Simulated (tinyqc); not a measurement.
Fermi-level pinning at a metal contact (Cowley-Sze model): one step of the calculation.

Interface states of density Ds lie behind a thin layer of thickness dl. Neglecting the depletion charge, the barrier for electrons is phi = S (pM - chi) + (1 - S) E0 with S = 1/(1 + q Ds dl/(eps0 ei)); the barrier for holes is Eg - phi.

Task. Barrier. Also the charge in the states, Ds (phi - E0), and the drop across the layer, pM - chi - phi.

Parameters, values chosen for the exercise; material values close to those of 4H silicon carbide: band gap Eg = 3.22 eV; electron affinity chi = 3.57 eV; density of interface states Ds = 3.7e13 cm^-2 eV^-1; depth of their neutrality level below the conduction edge E0 = 2.55 eV; thickness of the interface layer dl = 0.45 nm; its relative permittivity ei = 3.6; metal work function pM = 4.18 eV.

Constants: q = 1.602176634e-19 C, eps0 = 8.8541878128e-14 F/cm where lengths are in cm. Results are converted to the units shown.

Give: S; phi; barrier for holes; charge in the states; drop across the layer.

Result.

S = 0.5444
phi = 1.494 eV
barrier for holes = 1.726 eV
charge in the states = -3.908e13 cm^-2
drop across the layer = -0.8839 V

tinyqc, about 0.01 s, one thread, Intel Xeon 2.30GHz (shared host): `OMP_NUM_THREADS=1 python tinyqc.py 2430158 2430159 out.jsonl`
